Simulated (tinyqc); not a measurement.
Ground and coupling capacitance from two measurements.

Question. A line has Cg to the planes and Cc to each of two neighbours. Find Cg, Cc, the load when both neighbours switch in antiphase, and the pulse on the line when it floats and both neighbours swing by Vx.

Inputs (values chosen for the exercise):
- Vx = 0.7 V (swing)

capacitance with neighbours driven alike and with neighbours grounded (aF/um): [41, 233]

Answer. Driven alike, Cc carries no charge, which leaves Cg; grounded neighbours give Cg + 2 Cc, antiphase Cg + 4 Cc; a floating line divides the swing as 2 Cc/(Cg + 2 Cc).

Cg = 41.00 aF/um
Cc = 96.00 aF/um
load in antiphase = 425.0 aF/um
pulse = 0.5768 V

Program tinyqc, `OMP_NUM_THREADS=1 python tinyqc.py 2790132 2790133 out.jsonl`; Intel Xeon 2.30GHz, shared host, one thread, about 0.8 s.
